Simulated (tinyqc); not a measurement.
## Core-level spacing from the offsets

Problem. For an overlayer B on a substrate A, dEv = (iB - iA) - (cB - vB) + (cA - vA) in binding energies, and dEc + dEv = EgB - EgA. Find dEv and the spacing iB - iA that a thin film must show.

Parameters, values chosen for the exercise: gap of the substrate A EgA = 1.45 eV; gap of the overlayer B EgB = 9 eV.

dEc = 3.8726826 eV
cA - vA = 29.887317 eV
cB - vB = 26.9 eV

Answer. The gaps give dEv, and the Kraut relation is solved for the spacing.

dEv = 3.6773 eV
iB - iA = 0.69000 eV

Program tinyqc, `OMP_NUM_THREADS=1 python tinyqc.py 2410145 2410146 out.jsonl`; Intel Xeon 2.30GHz, shared host, one thread, about 0.01 s.
